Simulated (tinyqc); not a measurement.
Ion implantation: universal nuclear stopping, Lindhard-Scharff electronic stopping and a Gaussian range profile: one step, computed by the program tinyqc.

An ion slows by elastic collisions with screened nuclei and by friction with electrons; channelling is ignored and the target is uniform.

Question. Stopping at the entry energy. Reduced energy eps = 32.53 M2 E/(Z1 Z2 (M1 + M2)(Z1^0.23 + Z2^0.23)), E in keV; s_n = ln(1 + 1.1383 eps)/(2 (eps + 0.01321 eps^0.21226 + 0.19593 eps^0.5)) for eps up to 30 and ln(eps)/(2 eps) above; S_n = 8.462 Z1 Z2 M1 s_n/((M1 + M2)(Z1^0.23 + Z2^0.23)) in 1e-15 eV cm^2. S_e = k 3.83 Z1^(7/6) Z2/(Z1^(2/3) + Z2^(2/3))^(3/2) sqrt(E/M1) in 1e-15 eV cm^2, E in keV. dE/dx = N (S_n + S_e); 1e-15 eV cm^2 = 0.1 eV nm^2.

Inputs (values chosen for the exercise, modelled on oxygen ions in aluminium):

| quantity | value | unit |
|---|---|---|
| ion atomic number Z1 | 8 | - |
| ion mass M1 | 16 | u |
| target atomic number Z2 | 13 | - |
| target mass M2 | 26.98 | u |
| target density N | 60.2 | 1/nm^3 |
| ion energy E | 12 | keV |
| scale factor of electronic stopping k | 1.3 | - |

Give: reduced energy eps; s_n; S_n; S_e; energy loss dE/dx.

Answer.

reduced energy eps = 0.68951

s_n = 0.33511

S_n = 32.128 x 1e-15 eV cm^2

S_e = 21.561 x 1e-15 eV cm^2

energy loss dE/dx = 323.21 eV/nm

Nuclear stopping carries 60 % of the loss at entry.
